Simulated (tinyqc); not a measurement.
CIS and TDHF on RHF in the 6-31g basis, for H2, spin multiplicity 1, step by step. One step of it, computed by the program tinyqc.

Task: CIS triplet states. Diagonalise A (1 hartree = 27.211386 eV); each vector has its largest component positive (the first on a tie).

CIS matrix A, triplet (hartree), order 1>2, 1>3, 1>4:
$$\begin{pmatrix}
0.247300 & 0.000000 & 0.136602 \\
0.000000 & 0.933020 & 0.000000 \\
0.136602 & 0.000000 & 1.110034
\end{pmatrix}$$

Give: triplet excitation energies; lowest vectors.

Result:

triplet excitation energies (eV): [6.1549, 25.3888, 30.7801]

lowest vectors, order 1>2, 1>3, 1>4:
$$\begin{pmatrix}
0.9883 & 0.0000 & 0.1527 \\
0.0000 & 1.0000 & 0.0000 \\
-0.1527 & 0.0000 & 0.9883
\end{pmatrix}$$
